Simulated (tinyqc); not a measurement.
AlGaN/GaN HEMT with access regions, lumped model: one step of the calculation.

A polarisation-induced electron sheet under a Schottky gate, in series with two ungated access regions and contacts. Drift law v = mu E/(1 + mu E/vs) under the gate. Currents in mA/mm, resistances in ohm mm. No self-heating, no channel-length modulation; fits for polarisation, barrier and offset are chosen for the exercise.

Question. On-resistance and breakdown. sigma = (5e13 x + 1.6e13 x^2) cm^-2, phiB = 0.84 + 1.3 x, dEc = 0.7 (1.71 x + x^2) in volts, Cb = eps0 eps_r/d, VT = phiB - dEc - q sigma/Cb, access density n0 = -Cb VT/q. Ron = 2 Rc + Ls/(q mu n0) + Ld/(q mu (1 - ft) n0) + Lg/(mu Cb (Vg - VT)). Off state: a depleted stretch that holds the voltage V has the peak field sqrt(k V), k = 2 q n0/(eps0 eps_r te), so one edge holds V1 = Ec^2/k. The sheet under the plate pinches off at Vf = q n0 (1/Cb + tf/(eps0 ei)); beyond it the gate edge is screened. BV = V1 if Vf >= V1, else Vf + V1, and at most Ec Ld. Specific resistance Ron (Ls + Lg + Ld); figure of merit BV^2 over it.

Parameters, values chosen for the exercise; values close to those of AlGaN/GaN structures:
```
symbol,value,unit,meaning
x,0.3,,aluminium share of the barrier
d,25,nm,barrier thickness
eps_r,9.4,,relative permittivity of barrier and channel
mu,1100,cm^2/(V s),channel mobility
vs,1.6e7,cm/s,saturation velocity
Lg,1,um,gate length
Ls,0.5,um,source access length
Ld,16,um,drain access length
Rc,0.52,ohm mm,resistance of each contact
ft,0,,share of the drain-access electrons removed by traps
Vg,-1,V,gate voltage
Ec,3.3,MV/cm,critical field
te,0.22,um,depth over which the depleted charge spreads
tf,300,nm,insulator under the field plate
ei,7.5,,relative permittivity of that insulator
```

Constants: q = 1.602176634e-19 C, eps0 = 8.8541878128e-14 F/cm where lengths are in cm. Results are converted to the units shown.

Give: Ron; Vf; V1; BV; specific resistance; figure of merit.

Answer.

Ron = 7.830 ohm mm
Vf = 113.9 V
V1 = 42.16 V
BV = 42.16 V
specific resistance = 1.370 mohm cm^2
figure of merit = 1.297 MW/cm^2

The plate pinches off too late to screen the gate edge, so it adds nothing.

Computed by the program tinyqc: `OMP_NUM_THREADS=1 python tinyqc.py 2570029 2570030 out.jsonl`, one thread of a shared Intel Xeon 2.30GHz, about 0.02 s for the whole run.
